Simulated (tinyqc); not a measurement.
Schottky diode by thermionic emission with image-force lowering and series resistance: two steps of the calculation.

Metal on an n-type semiconductor with one parabolic valley; V > 0 is forward bias (metal positive). I = I0 [exp(Vj/(n Vt)) - 1] with Vj = V - I Rs; I0 = S A* T^2 exp(-(phi - dphi)/Vt), the lowering dphi taken at zero bias.

Inputs (values chosen for the exercise); band and dielectric values close to those of silicon: temperature T = 250 K; electron mass me = 0.257 m0; relative permittivity eps_r = 11.9; barrier height seen from the metal phi = 0.33 eV; donor density Nd = 3.6e16 cm^-3; area S = 0.00019 cm^2; ideality factor n = 1.17; series resistance Rs = 2.4 ohm; applied bias V = 0.47 V.

Constants: q = 1.602176634e-19 C, kB = 1.380649e-23 J/K, h = 6.62607015e-34 J s, m0 = 9.1093837015e-31 kg, Vt = kB T/q, eps0 = 8.8541878128e-14 F/cm where lengths are in cm. Results are converted to the units shown.

Problem 1. Saturation current. A* = 4 pi q me m0 kB^2/h^3 (times 1e-4 for A/(cm^2 K^2)); Nc = 2 (2 pi me m0 kB T/h^2)^1.5 (times 1e-6 for cm^-3); xi = Vt ln(Nc/Nd), Vbi = phi - xi; surface field Em = sqrt(2 q Nd (Vbi - V - Vt)/(eps0 eps_r)); dphi = sqrt(q Em/(4 pi eps0 eps_r)). Here V = 0 in Em.

Give: A*; Nc; Vbi; Em; dphi; I0.

Solution 1.

A* = 30.88 A/(cm^2 K^2)
Nc = 2.487e18 cm^-3
Vbi = 0.2388 V
Em = 48.77 kV/cm
dphi = 24.29 meV
I0 = 2.521e-4 A

The lowering raises I0 by a factor of 3.09.

Problem 2. Junction voltage. Fixed-point step: I = (V - Vj)/Rs, then Vj(new) = n Vt ln(1 + I/I0).

I0 = 2.5209796e-4 A
Vj at the start = 0.17 V

Wanted: Vj after iteration 1.

Solution 2.

Vj after iteration 1 = 0.15648 V

Range of the model: One isotropic valley is assumed; bands with several valleys have a larger Richardson constant and Nc.

Program tinyqc, `OMP_NUM_THREADS=1 python tinyqc.py 2640025 2640026 out.jsonl`; Intel Xeon 2.30GHz, shared host, one thread, about 0.01 s.
